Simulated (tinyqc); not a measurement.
Nudged elastic band on a two-dimensional model surface: one step, computed by the program tinyqc. Command: `OMP_NUM_THREADS=1 python tinyqc.py 3024867 3024868 out.jsonl neb walk`. One thread of a shared host (Intel(R) Xeon(R) Processor @ 2.30GHz), about 0.06 s of CPU time with the checks.

V(x, y) = -A (cos kx + cos ky) - B cos kx cos ky + (C sin ky + S sin kx)(1 - cos kx), k = 2 pi/a; the atom hops from the minimum at (0, 0) to that at (a, 0).

Problem. Iteration 2. Tangent at image i: towards the higher neighbour if the energies rise or fall through i; at a maximum or minimum, tau = t+ dmax + t- dmin if V(i+1) > V(i-1), else t+ dmin + t- dmax, with t+ = R(i+1) - R(i), t- = R(i) - R(i-1) and dmax, dmin the larger and smaller of |V(i+1) - V(i)| and |V(i-1) - V(i)|; then normalise. Force F = -grad V + (grad V.tau) tau + k_s (|t+| - |t-|) tau. With a climbing image, the highest image feels instead F = -grad V + 2 (grad V.tau) tau and no spring. Update R(new) = R + eta F; the end points stay fixed.

Inputs (values chosen for the exercise, for a model surface):
```
quantity              value           unit
amplitude A            0.13             eV
amplitude B          0.0055             eV
skew C                0.014             eV
asymmetry S           0.012             eV
period a                3.9       angstrom
spring constant k_s    0.14  eV/angstrom^2
step factor eta         1.3  angstrom^2/eV
```

Surface: adatom on a square lattice. Climbing image: on.

images after iteration 1 (angstrom):
```
                x          y
image 1  0.487500  -0.008588
image 2  0.975000  -0.029322
image 3  1.462500  -0.050055
image 4  1.899735  -0.058643
image 5  2.437500  -0.050055
image 6  2.925000  -0.029322
image 7  3.412500  -0.008588
```

positions (angstrom):
```
               x          y
start   0.000000   0.000000
end     3.900000   0.000000
saddle  1.841151  -0.136203
```

Give: unit tangents; forces; images after iteration 2.

Solution.

unit tangents:
```
              x        y
image 1  0.9991  -0.0425
image 2  0.9991  -0.0425
image 3  0.9998  -0.0196
image 4  1.0000  -0.0065
image 5  0.9999   0.0160
image 6  0.9991   0.0425
image 7  0.9991   0.0425
```

forces (eV/angstrom):
```
                x         y
image 1  -0.00041  -0.01074
image 2  -0.00096  -0.02266
image 3  -0.00757  -0.02460
image 4  -0.02120  -0.02564
image 5  -0.00659  -0.02478
image 6   0.00089  -0.02102
image 7   0.00036  -0.00958
```

images after iteration 2 (angstrom):
```
             x       y
image 1  0.487  -0.023
image 2  0.974  -0.059
image 3  1.453  -0.082
image 4  1.872  -0.092
image 5  2.429  -0.082
image 6  2.926  -0.057
image 7  3.413  -0.021
```
